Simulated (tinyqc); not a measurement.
Comparisons within one model: quasiparticle equation with a plasmon-pole self-energy for two band edges. A value that a table varies takes the place of the one given here.

For each edge E = e + X + Sc(E), with the correlation part Sc(E) = A[0]/(E - a + w) + A[1]/(E - b - w); a and b are the valence and conduction energies that enter the Green function (a = ev, b = ec in the one-shot scheme). Z = 1/(1 - dSc/dE), dSc/dE = -A[0]/(E - a + w)^2 - A[1]/(E - b - w)^2.

Parameters, chosen for this exercise (scales of the order of those of GaN; the results hold for these values, not for the real material): ev = 0 eV (mean-field valence top); ec = 1.94 eV (mean-field conduction edge); w = 18.1 eV (pole energy); Av = (57.3, 22.9) eV^2 (weights of the valence state on the hole and electron poles); Ac = (24.6, 60.6) eV^2 (the same for the conduction state); Xv = -2.86 eV (exchange minus the mean-field potential, valence); Xc = 3 eV (the same, conduction).

## Schemes compared

Z = 1; linearised; exact one-shot; energies updated in G (a, b); updated in G and W, where w grows by half of the opening of the gap (a rule chosen for the exercise).

Results (eV):

| scheme | Ev | Ec | gap | opening |
|---|---|---|---|---|
| mean field | 0.000 | 1.940 | 1.940 | 0.000 |
| Z = 1 | -0.837 | 2.819 | 3.656 | 1.716 |
| linearised | -0.679 | 2.646 | 3.325 | 1.385 |
| one-shot, exact | -0.677 | 2.643 | 3.319 | 1.379 |
| update G | -0.755 | 2.732 | 3.487 | 1.547 |
| update G and W | -0.851 | 2.832 | 3.682 | 1.742 |

How do the results move?

The openings run from 1.379 (one-shot, exact) to 1.742 eV (update G and W). Linearising moves the gap by 6 meV, updating G +167 meV and updating W a further +195 meV: once Z is kept, the level of self-consistency matters more than linearising.

## The starting point

The mean-field gap is opened by d (ev lowered by d/2, ec raised by d/2) and X is changed by the opposite amounts, so that e + X stays; one-shot and G-updated gaps.

Gaps (eV):

| d | start | one-shot | update G |
|---|---|---|---|
| 0.0 | 1.940 | 3.3194 | 3.4866 |
| 0.2 | 2.140 | 3.3415 | 3.4866 |
| 0.4 | 2.340 | 3.3636 | 3.4866 |
| 0.6 | 2.540 | 3.3854 | 3.4866 |
| 0.9 | 2.840 | 3.4178 | 3.4866 |
| 1.2 | 3.140 | 3.4499 | 3.4866 |
| 1.6 | 3.540 | 3.4920 | 3.4866 |

What does this show, and why?

The one-shot gap moves by a fraction 0.11 of any change of the starting gap, while the updated gap, 3.4866 eV, does not depend on it. The two agree where the start already equals the result, near d = 1.55 eV. A real change of starting point alters the orbitals and the screening too; this model holds both fixed.

## What each parameter does

Exact one-shot edges and Z of the valence state there. Each row changes one parameter from the base and keeps the others.

Results:

| case | Ev (eV) | Ec (eV) | gap (eV) | Z |
|---|---|---|---|---|
| base | -0.6767 | 2.6427 | 3.3194 | 0.8051 |
| w = 19.01 eV | -0.7724 | 2.7426 | 3.5149 | 0.8191 |
| Xv = -2.96 eV | -0.7572 | 2.6427 | 3.3998 | 0.8042 |
| Xc = 3.1 eV | -0.6767 | 2.7222 | 3.3988 | 0.8051 |
| ec = 2.04 eV | -0.6724 | 2.7381 | 3.4106 | 0.8055 |
| Av = (60.16, 22.9) eV^2 | -0.5454 | 2.6427 | 3.1881 | 0.8005 |
| Ac = (24.6, 63.63) eV^2 | -0.6767 | 2.5051 | 3.1818 | 0.8051 |

What can be read from the table?

The largest shifts from the base row, up to three for each result and ties (the steps differ in size, so this ranks the rows, not the parameters). Ev (eV): Av +0.1313, w -0.0957, Xv -0.0805; unchanged at the printed digits by Xc and Ac. Ec (eV): Ac -0.1376, w +0.0999, ec +0.0955; unchanged at the printed digits by Xv and Av. gap (eV): w +0.1956, Ac -0.1376, Av -0.1313. Z: w +0.0141, Av -0.0046, Xv -0.0009; unchanged at the printed digits by Xc and Ac.

Program tinyqc; command `OMP_NUM_THREADS=1 python tinyqc.py 1880673 1880674 out.jsonl`; about 0.02 s on one thread of a shared Intel(R) Xeon(R) Processor @ 2.30GHz.
